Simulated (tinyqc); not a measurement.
Resistivity of narrow wires: free and nearly free electrons in a metal.

The cubic cell holds 4 atoms: n = 4 z/a^3, kF = (3 pi^2 n)^(1/3), EF = c kF^2/m, vF = 2 c kF/(m hbar), c = hbar^2/2m0; rs = (3/(4 pi n))^(1/3)/a0; D(EF) = 3 n/(2 EF).

Square wire of width w with grain size w: rho/rho0 = 1/(1 - 3 al/2 + 3 al^2 - 3 al^3 ln(1 + 1/al)) + (3/4) (1 - p) l/w, with al = (l/w) Rg/(1 - Rg) (Mayadas-Shatzkes plus the thick-wire form of Fuchs-Sondheimer); l = hbar kF/(n e^2 rho), e = 1.602176634e-19 C.

Constants: hbar^2/2m0 = 3.80998211 eV angstrom^2; hbar = 6.58211957e-16 eV s; a0 (Bohr radius) = 0.5291772105 angstrom.

Values chosen for the exercise (near those of Ca; not measured data):
```
symbol  value  unit          meaning
a       5.569  angstrom      fcc lattice constant
z       2                    free electrons an atom
m       1      m0            mass
rho     3.71   micro-ohm cm  bulk resistivity
p       0.5                  specularity of the surfaces
Rg      0.21                 reflection at grain boundaries
```

Wires:
```
w (nm),al,grain term (factor - 1),surface term,rho (micro-ohm cm)
200,0.035,0.052,0.050,4.09
100,0.071,0.104,0.100,4.46
50,0.141,0.204,0.199,5.21
30,0.235,0.336,0.332,6.19
20,0.353,0.499,0.498,7.41
14,0.504,0.707,0.711,8.97
10,0.706,0.981,0.996,11.04
7,1.009,1.389,1.423,14.14
```

l = 26.56 nm

At 7 nm the resistivity is 3.81 times the bulk value; surfaces add more (1.39 from grains, 1.42 from surfaces). It passes twice the bulk value between 20 and 14 nm. The surface formula is meant for w above l = 27 nm, so the rows below that are rough.

Program tinyqc; command `OMP_NUM_THREADS=1 python tinyqc.py 1652102 1652103 out.jsonl`; about 0.01 s on one thread of a shared Intel(R) Xeon(R) Processor @ 2.30GHz.
